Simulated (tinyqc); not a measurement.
Occupation against the Fermi level: defect-molecule model of a vacancy with Jahn-Teller distortion.

Four dangling hybrids a, b, c, d point into the vacancy: H_ii = E0, and -gm between any two. A tetragonal distortion Q pairs a with b and c with d: those two couplings become -gm - I Q and the other four -gm + I Q/2, at an elastic cost k Q^2/2. The a1 level holds two electrons; charge states 2+, + and 0 put n = 0, 1, 2 more into the lowest level of t2 origin. Energy from the 2+ state at Q = 0, with the Fermi level mu counted from Ev: W_n(Q) = n (et - 2 I Q) + k Q^2/2 + Uc n (n - 1)/2 - n mu. et = E0 + gm is the undistorted t2 level.

Constants: kB = 8.617333262e-05 eV/K.

Inputs chosen for the exercise (of the size used for the vacancy in silicon; shifted at random, so the results belong to these values and not to a real crystal):
- E0 = -0.03 eV (level of a dangling hybrid, from Ev)
- gm = 0.37 eV (coupling between two dangling hybrids)
- I = 0.99 eV/angstrom (Jahn-Teller coupling)
- k = 16.7 eV/angstrom^2 (force constant of the mode)
- Uc = 0.14 eV (repulsion of two electrons in one orbital)
- T = 400 K (temperature)
- mu1 = 0.06 eV (first Fermi level)

Weights g_n exp(-W_n/kT) with W_n = n et - n^2 E_JT + Uc n (n - 1)/2 - n mu, E_JT = 2 I^2/k, degeneracies 1, 6 (spin and three axes) and 3; mu = mu1 + 0.03 j eV.

Shares:
```
mu (eV)      2+       +       0  mean charge
0.06     0.9458  0.0507  0.0035       1.9422
0.09     0.8701  0.1114  0.0186       1.8515
0.12     0.7007  0.2141  0.0852       1.6154
0.15     0.4127  0.3011  0.2862       1.1265
0.18     0.1494  0.2602  0.5904       0.5589
0.21     0.0361  0.1502  0.8137       0.2224
0.24     0.0072  0.0712  0.9216       0.0856
0.27     0.0013  0.0313  0.9674       0.0340
0.30     0.0002  0.0134  0.9864       0.0138
```

U_eff = Uc - 2 E_JT = -0.095 eV and kT = 34.5 meV. The + state reaches at most 30.1 % on these rows, at mu = 0.15 eV. The mean charge goes from 1.94 to 0.01.

tinyqc: `OMP_NUM_THREADS=1 python tinyqc.py 1450120 1450121 out.jsonl`; about 0.01 s, one thread, shared Intel(R) Xeon(R) Processor @ 2.30GHz.
